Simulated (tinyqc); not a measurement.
# Reverse leakage of an n+-p junction: diffusion, generation, trap-assisted and band-to-band tunnelling: leakage components against the reverse bias

One-sided abrupt junction in the depletion approximation, x from the junction (0) to W on the p side, field F = F0 (1 - x/W). Flat quasi-Fermi levels, long p side. Traps generate through SRH with both lifetimes shortened by 1 + Gamma (Hurkx enhancement, form for moderate fields); band-to-band generation is local and needs a total bending above Eg.

ni = sqrt(Nc Nv) exp(-Eg/(2 Vt)), Eg in volts; Vbi = Vt ln(Na Nd/ni^2); W = sqrt(2 eps0 eps_r (Vbi + VR)/(q Na)); F0 = 2 (Vbi + VR)/W; FG = sqrt(24 mt m0 (kB T)^3)/(q hbar); J_diff = q ni^2 sqrt(Dn/tau)(1 - exp(-VR/Vt))/Na. u = (Vbi + VR)(1 - x/W)^2, p = Na exp(-u/Vt), n = Nd exp((u - Vbi - VR)/Vt); G0 = ni^2 (1 - exp(-VR/Vt))/(tau (n + p + 2 ni cosh(Et/Vt))); Gamma = 2 sqrt(3 pi)(F/FG) exp((F/FG)^2); trap-assisted part G0 Gamma; G_bb = Ab F^2.5 exp(-Bb/F) with F in V/cm, zero unless Vbi + VR > Eg. Currents are q times the integrals over 0 to W; J_bb under 1e-8 of J is printed as 0; rows with F0/FG above 2.2, beyond the range of this Gamma, are left out.

Values chosen for this exercise; band and dielectric values close to those of silicon: temperature T = 400 K; band gap Eg = 1.1 eV; relative permittivity eps_r = 11.5; conduction-band density of states at T Nc = 4.26e19 cm^-3; valence-band density of states at T Nv = 4.06e19 cm^-3; acceptor density of the lighter side Na = 1.7e16 cm^-3; donor density of the heavier side Nd = 5e19 cm^-3; SRH lifetime of both carriers at zero field tau = 2e-8 s; trap level above the intrinsic level Et = 0 eV; tunnelling mass mt = 0.24 m0; electron diffusion coefficient on the lighter side Dn = 23 cm^2/s; band-to-band prefactor Ab = 2.2e14 cm^-0.5 V^-2.5 s^-1; band-to-band field constant Bb = 1.84e7 V/cm.

Constants: q = 1.602176634e-19 C, kB = 1.380649e-23 J/K, hbar = 1.054571817e-34 J s, m0 = 9.1093837015e-31 kg, Vt = kB T/q, eps0 = 8.8541878128e-14 F/cm where lengths are in cm. Results are converted to the units shown.

The same in every row: J_bb (A/cm^2) = 0.

Result of one run:

| F0 (kV/cm) | F0/FG | J_diff (A/cm^2) | J_SRH (A/cm^2) | J_TAT (A/cm^2) | J (A/cm^2) | largest part |
|---|---|---|---|---|---|---|
| 74.5 | 0.134 | 7.62e-6 | 1.10e-4 | 5.38e-5 | 1.72e-4 | SRH generation |

Which reverse bias VR gave this result: 0.2, 2.2, 2.7, 3.2 or 4.2 V?

VR = 0.2 V.

The whole series:

| VR (V) | F0 (kV/cm) | F0/FG | J_diff (A/cm^2) | J_SRH (A/cm^2) | J_TAT (A/cm^2) | J (A/cm^2) | largest part |
|---|---|---|---|---|---|---|---|
| 0.2 | 74.5 | 0.134 | 7.62e-6 | 1.10e-4 | 5.38e-5 | 1.72e-4 | SRH generation |
| 0.7 | 90.7 | 0.163 | 7.64e-6 | 2.67e-4 | 1.63e-4 | 4.38e-4 | SRH generation |
| 1.2 | 104 | 0.188 | 7.64e-6 | 3.87e-4 | 2.74e-4 | 6.69e-4 | SRH generation |
| 1.7 | 117 | 0.209 | 7.64e-6 | 4.89e-4 | 3.85e-4 | 8.82e-4 | SRH generation |
| 2.2 | 127 | 0.229 | 7.64e-6 | 5.78e-4 | 4.98e-4 | 0.00108 | SRH generation |
| 2.7 | 138 | 0.247 | 7.64e-6 | 6.59e-4 | 6.11e-4 | 0.00128 | SRH generation |
| 3.2 | 147 | 0.264 | 7.64e-6 | 7.33e-4 | 7.25e-4 | 0.00147 | SRH generation |
| 3.7 | 156 | 0.280 | 7.64e-6 | 8.02e-4 | 8.41e-4 | 0.00165 | trap-assisted tunnelling |
| 4.2 | 164 | 0.295 | 7.64e-6 | 8.67e-4 | 9.57e-4 | 0.00183 | trap-assisted tunnelling |

J rises from 1.72e-4 to 0.00183 A/cm^2. SRH generation leads at VR = 0.2, trap-assisted tunnelling from 3.7 on. The ratio J_TAT/J_SRH goes from 0.488 to 1.10 as F0/FG goes from 0.134 to 0.295.

Range of the model: The n+ side is degenerate, so Vbi from Boltzmann statistics is only a guide.

Program tinyqc, `OMP_NUM_THREADS=1 python tinyqc.py 2290064 2290065 out.jsonl`; Intel Xeon 2.30GHz, shared host, one thread, about 0.01 s.
